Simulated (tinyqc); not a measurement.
Transfer curve: field-effect mobility of a thin-film transistor with band-tail and deep states (multiple trapping). Computed by tinyqc, a small Python program. Command: `OMP_NUM_THREADS=1 python tinyqc.py 3029466 3029467 out.jsonl tft walk`. One thread of a shared host (Intel(R) Xeon(R) Processor @ 2.30GHz), about 0.05 s of CPU time with the checks.

A thick film in accumulation at small drain voltage. Only free electrons move; trapped ones still screen the gate. N_c and mu_0 are held fixed when T changes, leaving out the T^(3/2) growth of N_c. x = E_0 - psi is the distance of the Fermi level below the band edge.

Inputs (values chosen for the exercise, modelled on an amorphous In-Ga-Zn oxide):

| quantity | value | unit |
|---|---|---|
| permittivity eps | 11.5 | - |
| effective density of states N_c | 4.6e+18 | 1/cm^3 |
| band mobility mu_0 | 12 | cm^2/(V s) |
| tail density at the edge g_t | 1.3e+19 | 1/(eV cm^3) |
| tail width E_t | 21 | meV |
| deep-state density g_d | 1.1e+16 | 1/(eV cm^3) |
| flat-band Fermi level below the edge, E_0 | 0.6 | eV |
| equivalent oxide thickness t | 140 | nm |
| temperature T | 350 | K |

Deep states: included.

Constants: k_B = 8.617333262e-05 eV/K; e = 1.602176634e-19 C; eps_0 = 8.8541878128e-12 F/m.

Method:
- F_j(eta) = int_0^infinity x^j/(1 + exp(x - eta)) dx, without a gamma-function factor.
- Integrals over x = E/(k_B T) use 160 Gauss-Legendre points in u = sqrt(x) from 0 to sqrt(max(eta, 0) + 32).
- Free n(x) = N_c (2/sqrt(pi)) F_1/2(-x/k_B T), with F_1/2 from its two-term series in exp(-x/k_B T) for x >= 12 k_B T; tail n_t(x) = int_0^1.2eV g_t exp(-E/E_t)/(1 + exp((x - E)/k_B T)) dE, E counted down from the edge, 120 Gauss-Legendre points; deep charge g_d psi; space charge rho(psi) = n + n_t + g_d psi less its value at psi = 0.
- Poisson: F(psi) = sqrt((2 e/(eps eps_0)) int_0^psi rho dpsi'); V_G - V_FB = psi_s + eps F(psi_s) t/3.9; free sheet density N_f = int (n - n(E_0))/F dpsi; induced sheet density N_i = eps eps_0 F(psi_s)/e; trapezoid rule on 301 even points in psi, the first interval left out of N_f.
- mu_eff = mu_0 N_f/N_i; field-effect mobility mu_FE = mu_0 e (dN_f/dV_G)/C_ox and swing S = dV_G/dlog10(N_f), by a central difference of +/- 2 mV in psi_s; C_ox = 3.9 eps_0/t.

Against the band bending:

| psi_s (V) | V_G - V_FB (V) | N_f (1/cm^2) | mu_eff (cm^2/(V s)) | mu_FE (cm^2/(V s)) | S (mV/decade) |
|---|---|---|---|---|---|
| 0.21 | 0.571 | 4.6429e+07 | 1.0026e-02 | 3.6427e-02 | 229 |
| 0.30 | 0.819 | 5.9956e+08 | 8.9988e-02 | 4.8093e-01 | 224 |
| 0.37 | 1.039 | 4.7069e+09 | 5.4880e-01 | 2.9199e+00 | 289 |
| 0.43 | 1.356 | 2.6430e+10 | 2.2239e+00 | 7.1758e+00 | 661 |
| 0.48 | 1.995 | 9.6756e+10 | 4.9786e+00 | 9.3825e+00 | 1851 |
| 0.53 | 3.528 | 2.9374e+11 | 7.6366e+00 | 1.0404e+01 | 5068 |
| 0.57 | 6.009 | 6.3503e+11 | 9.1002e+00 | 1.0966e+01 | 10394 |
| 0.61 | 10.265 | 1.2473e+12 | 1.0070e+01 | 1.1400e+01 | 19639 |
| 0.66 | 18.583 | 2.4832e+12 | 1.0799e+01 | 1.1702e+01 | 38084 |

What follows from these numbers?

The steepest swing among the rows is 224 mV/decade. mu_eff climbs from 0.010 to 11, 90 % of mu_0 in the last row. Between rows 6 and 7 N_f scales as (V_G - V_FB - psi_s)^1.29; an exponential tail holding all the charge would give the larger of 1 and 2 E_t/k_B T - 1, here 1.00, and free charge alone 1; charge in deep states makes the exponent larger and lets it vary with V_G.
